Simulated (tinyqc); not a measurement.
Metal gate on a two-layer dielectric stack with fixed charge and a dipole: two steps of the calculation.

Gate, layer 2, layer 1, p-type semiconductor; x runs from the gate inwards. Charges are counted in units of +q. psi is the band bending at the surface, positive towards inversion. Classical charge, Boltzmann statistics, no interface traps.

Parameters, values chosen for the exercise; band and dielectric values close to those of silicon, layer 1 close to aluminium oxide, layer 2 close to zirconium oxide:
- T = 300 K (temperature)
- Eg = 1.11 eV (band gap)
- eps_r = 11.6 (relative permittivity)
- Nc = 2.78e19 cm^-3 (conduction-band density of states at T)
- Nv = 2.67e19 cm^-3 (valence-band density of states at T)
- Na = 9.2e16 cm^-3 (acceptor density)
- ps = 0.396 V (band bending psi of the working point)

Constants: q = 1.602176634e-19 C, kB = 1.380649e-23 J/K, Vt = kB T/q, eps0 = 8.8541878128e-14 F/cm where lengths are in cm. Results are converted to the units shown.

Task 1. Threshold voltage. ni = sqrt(Nc Nv) exp(-Eg/(2 Vt)), Eg in volts, pB = Vt ln(Na/ni), Vth = Vfb + 2 pB + sqrt(4 q eps0 eps_r Na pB)/Cox.

Vfb = -0.12481002 V
Cox = 3.5598716 uF/cm^2

Find: ni; pB; depletion charge; Vth.

Result 1.

ni = 1.293e10 cm^-3
pB = 0.4079 V
depletion charge = 0.1572 uC/cm^2
Vth = 0.7351 V

Task 2. Charge in the semiconductor. ni = sqrt(Nc Nv) exp(-Eg/(2 Vt)), Eg in volts. Qs = -sign(psi) sqrt(2 q eps0 eps_r Na Vt [exp(-u) + u - 1 + (ni/Na)^2 (exp(u) - u - 1)]), u = psi/Vt.

Give: Qs.

Result 2.

Qs = -0.10587 uC/cm^2

The surface is depleted or weakly inverted.

Numbers from tinyqc (`OMP_NUM_THREADS=1 python tinyqc.py 2010040 2010041 out.jsonl`; about 0.01 s on one thread of a shared Intel Xeon 2.30GHz).
